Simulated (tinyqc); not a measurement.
From results to parameters: two-site tight-binding chain. Computed by the program tinyqc.

Problem. A two-site chain has site energies +delta (A) and -delta (B) and hoppings t1 > t2 > 0, so E = +/- sqrt(delta^2 + |t1 + t2 exp(-ika)|^2). Find delta, t1 and t2.

upper band at k = 0 = 4.510698 eV
upper band at the zone edge = 1.421267 eV
weight of the upper band on site A at the zone edge = 0.816619

Solution. The weight on A is (1 + delta/E)/2, which gives delta; then t1 + t2 = sqrt(E(0)^2 - delta^2) and t1 - t2 = sqrt(E(edge)^2 - delta^2).

delta, t1, t2 (eV): 0.9000  2.7600  1.6600
